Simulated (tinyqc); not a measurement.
Time-domain thermoreflectance: layered heat flow under a modulated pulse train, and what the signal ratio measures: one step, computed by the program tinyqc.

Pulses repeat at 80 MHz; heat is laid down at the surface, all layers are isotropic, and the film is in perfect contact with the substrate.

Task: Length and time scales. Penetration depth sqrt(kappa/(pi f C)); effusivity sqrt(kappa C); cooling time of the metal d C_m/G; Kapitza length kappa/G.

Inputs (values chosen for the exercise, modelled on aluminium on 4H-SiC):
```
quantity                                value        unit
metal thickness d                          94          nm
metal heat capacity                      2.42  MJ/(m^3 K)
boundary conductance G under the metal     48  MW/(m^2 K)
substrate conductivity kappa              313     W/(m K)
substrate heat capacity C                2.18  MJ/(m^3 K)
modulation frequency f                     12         MHz
spot radius w (1/e^2, pump and probe)      20  micrometre
```

Stack: metal, film, substrate.

Give: penetration depth; effusivity; cooling time of the metal; Kapitza length; depth over spot radius.

Result:

penetration depth = 1.952 micrometre

effusivity = 26122 W s^(1/2)/(m^2 K)

cooling time of the metal = 4739 ps

Kapitza length = 6521 nm

depth over spot radius = 0.09758
